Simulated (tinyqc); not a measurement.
Koster-Slater impurity in a tight-binding band, by Green functions and by supercells: one step, computed by the program tinyqc.

One orbital per site, e(k) = -2 t sum cos(k_i) over 2 direction(s), band from -4 t to 4 t, lattice constant 1. One site has the extra energy U. Spin is left out.

Problem. Scattering. T = U/(1 - U G0); phase shift delta = -arg(1 - U G0) in (-pi, pi]; host density of states -Im G0/pi; on the impurity -Im[G0/(1 - U G0)]/pi; lifetime of a band state hbar/(-2 c Im T).

Inputs (values chosen for the exercise, for a model band): impurity potential U = -7.26 eV; impurity concentration c = 0.0003 per site.

Lattice: square.

G0(E + i eta) = -0.1693165-0.1721672i 1/eV

Constants: hbar = 6.582119569e-16 eV s.

Give: T matrix; phase shift delta; host density of states; density of states on the impurity; scattering lifetime.

Solution.

T matrix = 1.0306-5.6193i eV

phase shift delta = 1.7522 rad

host density of states = 0.054803 1/eV

density of states on the impurity = 0.033936 1/eV

scattering lifetime = 195.22 fs

The Born approximation would take Im T = U^2 Im G0 = -9.07 eV, 1.61 times the full value.
